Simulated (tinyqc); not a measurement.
Deformation-potential model of the L valleys of a conduction band: one step. Effective density of states. Three cases, with inputs chosen for the exercise.

Task: Each of the 4 whole valleys has m_d = (ml mt^2)^(1/3) and N = 2 (m_d kT/(4 pi c))^(3/2), c = hbar^2/2m0. Counted from the lowest edge, Nc = N x sum_i exp(-(dE_i - dE_min)/kT). 1 angstrom^-3 = 1e24 cm^-3.

Constants: kB = 8.617333262e-05 eV/K; hbar^2/2m0 = 3.80998211 eV angstrom^2.

Case 1.

Values chosen (out of a larger set: near those of Ge; not measured data): ml = 1.648 m0 (longitudinal mass); mt = 0.083 m0 (transverse mass); T = 150 K (temperature).

shifts dE (meV): [111] -75.0906, [1-1-1] 82.6329, [-11-1] 82.6329, [-1-11] -75.0906

Case 2.

Values chosen (out of a larger set: near those of Ge; not measured data): ml = 1.578 m0 (longitudinal mass); mt = 0.084 m0 (transverse mass); T = 350 K (temperature).

shifts dE (meV): [111] -11.8465, [1-1-1] -11.8465, [-11-1] -11.8465, [-1-11] -11.8465

Case 3.

Values chosen (out of a larger set: near those of Ge; not measured data): ml = 1.562 m0 (longitudinal mass); mt = 0.079 m0 (transverse mass); T = 77 K (temperature).

shifts dE (meV): [111] 21.7935, [1-1-1] -8.1265, [-11-1] -8.1265, [-1-11] -8.1265

Give: m_d; N of one valley; Nc under stress; Nc without stress.

Result:

Case 1.

m_d = 0.2248 m0
N of one valley = 9.453e+17 cm^-3
Nc under stress = 1.891e+18 cm^-3
Nc without stress = 3.781e+18 cm^-3

Case 2.

m_d = 0.2233 m0
N of one valley = 3.337e+18 cm^-3
Nc under stress = 1.335e+19 cm^-3
Nc without stress = 1.335e+19 cm^-3

Case 3.

m_d = 0.2136 m0
N of one valley = 3.222e+17 cm^-3
Nc under stress = 9.701e+17 cm^-3
Nc without stress = 1.289e+18 cm^-3

Computed by tinyqc, one run a case: `OMP_NUM_THREADS=1 python tinyqc.py N N+1 out.jsonl` with N = 1050932, 1051088, 1051098; one thread of a shared Intel(R) Xeon(R) Processor @ 2.30GHz, about 0.04 s a run at most.
